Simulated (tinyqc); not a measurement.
## Thermal resistances of a two-die stack

Problem. Heat leaves through the lower die only, and the system is linear. Find the resistance R1 from the lower die to the coolant, R2 between the dies, and the rise of the upper die when both are powered.

Inputs (values chosen for the exercise):
- P1 = 29 W (power of the lower die)
- P2 = 23 W (power of the upper die)

rises of the lower and upper die with only the lower one powered (K): 8.7  8.7
rises of the lower and upper die with only the upper one powered (K): 6.9  8.74

Solution. With only the lower die powered no heat crosses R2, so both dies rise by P1 R1; the difference in the second test is P2 R2; rises add.

R1 = 0.300 K/W
R2 = 0.0800 K/W
rise of the upper die = 17.4 K

Numbers from tinyqc (`OMP_NUM_THREADS=1 python tinyqc.py 2162062 2162063 out.jsonl`; about 0.04 s on one thread of a shared Intel Xeon 2.30GHz).
